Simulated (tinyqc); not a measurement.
Surface potential of a MOS transistor: implicit equation and explicit approximations: two steps of the calculation.

p-type body, charge-sheet picture, depletion and inversion only, full ionisation (an idealisation for deep acceptors), Boltzmann statistics (rough once Na exp(x - xn) passes about Nc/7). In units of Vt: xg = (Vg - Vfb)/Vt, x = psi/Vt, G = gamma/sqrt(Vt), xn = (2 phiF + Vc)/Vt. The implicit equation is (xg - x)^2 = G^2 [x - 1 + exp(x - xn)] for x above about 3. Cox = eps0 eox/tox.

Parameters, values chosen for the exercise; band and dielectric values close to those of 4H silicon carbide: temperature T = 300 K; band gap Eg = 3.32 eV; relative permittivity eps_r = 9.55; conduction-band density of states at T Nc = 1.72e19 cm^-3; valence-band density of states at T Nv = 2.54e19 cm^-3; relative permittivity of the gate insulator (close to silicon dioxide) eox = 3.9; insulator thickness tox = 1.7 nm; acceptor density Na = 1.3e16 cm^-3; flat-band voltage Vfb = -0.32 V; channel-body voltage Vc = 1 V; gate-body voltage Vg = 3.48 V.

Constants: q = 1.602176634e-19 C, kB = 1.380649e-23 J/K, Vt = kB T/q, eps0 = 8.8541878128e-14 F/cm where lengths are in cm. Results are converted to the units shown.

Question 1. Scales. ni = sqrt(Nc Nv) exp(-Eg/(2 Vt)), Eg in volts; phiF = Vt ln(Na/ni); gamma = sqrt(2 q eps0 eps_r Na)/Cox; VT = Vfb + Vt (xn + G sqrt(xn - 1)).

Give: phiF; gamma; G; xn; VT; xg.

Answer 1.

phiF = 1.469 V
gamma = 0.02922 V^0.5
G = 0.1817
xn = 152.3
VT = 3.676 V
xg = 147.0

Question 2. Explicit approximation. Depletion value a = 1 + [sqrt(G^2/4 + xg - 1) - G/2]^2; inversion value b = xn + ln[(xg - xn)^2/G^2 - xn + 1] and first guess y = min(a, b) - ln(1 + exp(-|a - b|)) if a > xn + 1, else b = y = a; one second-order correction with D = exp(y - xn), p = 2 (xg - y) + G^2 (1 + D), w = (xg - y)^2 - G^2 (y - 1 + D): z = y + 2 w/(p + sqrt(p^2 - 2 (2 - G^2 D) w)), or the Newton step z = y + w/p where the root is not real.

G = 0.18172155
xn = 152.33979
xg = 146.99056

Wanted: a; b; y; p; w; z.

Answer 2.

a = 144.8
b = 144.8
y = 144.8
p = 4.391
w = -1.775e-5
z = 144.8

The root of the implicit equation is x = 144.811; y misses it by 4.0e-6 and z by 0, in units of Vt.

tinyqc, about 0.01 s, one thread, Intel Xeon 2.30GHz (shared host): `OMP_NUM_THREADS=1 python tinyqc.py 2122023 2122024 out.jsonl`
